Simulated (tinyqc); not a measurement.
Raising D: domain walls in a thin film with perpendicular anisotropy: Bloch, Neel and chiral walls, motion and stripe domains. Computed by tinyqc, a small Python program. Command: `OMP_NUM_THREADS=1 python tinyqc.py 3004709 3004710 out.jsonl mwall walk`. One thread of a shared host (Intel(R) Xeon(R) Processor @ 2.30GHz), about 0.01 s of CPU time with the checks.

One-dimensional wall: polar angle theta(x), azimuth phi of the moment in the wall (phi = 0 Neel, 90 degrees Bloch). mu_0 = 1.25663706212e-6 T m/A, gamma = 1.76085963023e11 rad/(s T).

Inputs (values chosen for the exercise, for a model film):
```
quantity                      value    unit
saturation magnetisation M_s    590    kA/m
exchange stiffness A             14    pJ/m
uniaxial anisotropy K_u         435  kJ/m^3
DMI constant D                  1.1  mJ/m^2
thickness t                     1.9      nm
```

Method. K_eff = K_u - mu_0 M_s^2/2; Delta = sqrt(A/K_eff); sigma_0 = 4 sqrt(A K_eff); profile theta = 2 arctan exp(x/Delta); quality factor Q = 2 K_u/(mu_0 M_s^2). sigma(phi) = sigma_0 + 2 Delta K_D cos^2(phi) - pi D cos(phi), with the wall shape anisotropy K_D = N_x mu_0 M_s^2/2, N_x = t ln 2/(pi Delta). The minimum has cos(phi) = D/D_N for D < D_N = 4 Delta K_D/pi and phi = 0 beyond; sigma turns negative at D_c = (sigma_0 + 2 Delta K_D)/pi.

D_N = 0.116741 mJ/m^2

D_c = 2.27394 mJ/m^2

width parameter Delta = 8.04551 nm

sigma_0 = 6.96041 mJ/m^2

Wall against D; the last column is the Kaplan-Gehring width, log10[0.955 t exp(pi sigma/(mu_0 M_s^2 t))/nm], with a dash where it falls below 10 Delta and the formula fails:
```
D (mJ/m^2)  phi (degrees)  sigma (mJ/m^2)  sigma/sigma_0  log10 domain width
0.023              78.637          6.9533        0.99898              11.673
0.058              60.210          6.9151        0.99350              11.611
0.093              37.190          6.8440        0.98328              11.494
0.450               0.000          5.7301        0.82324               9.665
0.910               0.000          4.2849        0.61562               7.293
1.400               0.000          2.7456        0.39445               4.766
1.800               0.000          1.4889        0.21391               2.703
2.000               0.000          0.8606        0.12364                   -
```

What follows from these numbers?

D_N is 5 % of D_c, so a small D fixes the chirality long before it lowers the energy much. Beyond D_N sigma falls by pi per unit of D, and the domain width, which has sigma in an exponent, drops by 9.0 decades over the valid rows (values above 6 mean a single domain in any device).

Extremes, crossings and ranges named in words are read from the listed rows.
